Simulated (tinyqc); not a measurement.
Hubbard chain of 2 sites, step by step. One step of it, computed by the program tinyqc.

Question. The many-body Hamiltonian. Basis: all placements (u, d, 2, 0 on each site), up operators ordered before down ones; hops carry the sign of the same-spin electrons passed.

one-body matrix (hopping and site energies) (eV), order 1, 2:
```
[[0.000000, -1.980000],
 [-1.980000, 0.000000]]
```

U = 6.000000 eV

electrons, up and down: [1, 1]

Give: H.

Answer.

H (eV), order 20, ud, du, 02:
```
[[6.000, -1.980, -1.980, 0.000],
 [-1.980, 0.000, 0.000, -1.980],
 [-1.980, 0.000, 0.000, -1.980],
 [0.000, -1.980, -1.980, 6.000]]
```
